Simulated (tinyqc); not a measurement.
Inside a calculation. Model: input admittance of a MOSFET at zero drain bias: distributed channel and distributed gate.

Program tinyqc, `OMP_NUM_THREADS=1 python tinyqc.py 2262146 2262147 out.jsonl`; Intel Xeon 2.30GHz, shared host, one thread, about 0.01 s. Printed values are rounded.

Source and drain grounded, strong inversion, w = 2 pi f, Cox = eps0 eox/tox. The channel is an RC line of resistance 1/(mu Cox Vo) per square fed from both ends, so one finger has the intrinsic admittance y = i w Cox L tanh(g)/g per width, g = (1/2) sqrt(i w tau), tau = L^2/(mu Vo). The vertical resistance rv/L is in series with y, the overlaps 2 i w Cov in parallel: y_t = 1/(1/y + rv/L) + 2 i w Cov. The gate strip is a line of Rsh/L per length loaded by y_t, so a finger has Y = y_t Wf tanh(k)/k, k = (Wf/sd) sqrt(y_t Rsh/L); the device has Nf Y.

Inputs (values chosen for the exercise); values of the order met in silicon radio-frequency transistors: relative permittivity of the gate insulator (close to silicon nitride) eox = 7.55; insulator thickness tox = 8.9 nm; channel length L = 0.24 um; finger width Wf = 0.77 um; number of fingers Nf = 4; channel mobility mu = 180 cm^2/(V s); gate overdrive Vo = 0.59 V; sheet resistance of the gate Rsh = 37 ohm/square; vertical resistivity of the gate stack rv = 1.4 ohm um^2; number of ends at which a finger is contacted sd = 1; overlap and fringe capacitance on each side Cov = 0.3 fF/um; frequency f = 28 GHz.

Constants: eps0 = 8.8541878128e-14 F/cm where lengths are in cm. Results are converted to the units shown.

## Low-frequency resistances and capacitance

Low-frequency limits, with c = Cox L and ct = c + 2 Cov: R_strip = Rsh Wf/(3 sd^2 L Nf), R_ch = (c/ct)^2 L/(12 mu Cox Vo Wf Nf), R_vert = (c/ct)^2 rv/(L Wf Nf), C = ct Wf Nf.

parts (ohm): strip 9.89236, channel 45.8241, vertical 1.06613
sum = 56.7826 ohm
C = 7.40023 fF
1/(2 pi R C) = 378.756 GHz

The channel term is the largest, 80.7 % of the sum.

## Admittance of the channel and stack per width

tau, g, c = Cox L, y and y_t as defined.

tau = 5.42373 ps
g = 0.345361+0.345361i
c = 1.80267 fF/um
y = 24.988+314.759i uS/um
y_t = 25.562+420.223i uS/um

w tau = 0.954, and Im y is 0.992 of w c.

## Input impedance of the device

k and Y as defined; Z = 1/(Nf Y) = R + 1/(i w C); Q = |Im Z|/R; signal at the point farthest from a contact |1/cosh k|.

k = 0.142860+0.134434i
Nf Y = 0.09519+1.29202i mS
R = 56.7155 ohm
C = 7.38385 fF
Q = 13.5731
signal at the far point = 0.998710

R is 0.12 % below its low-frequency limit and C is 0.22 % below its own.
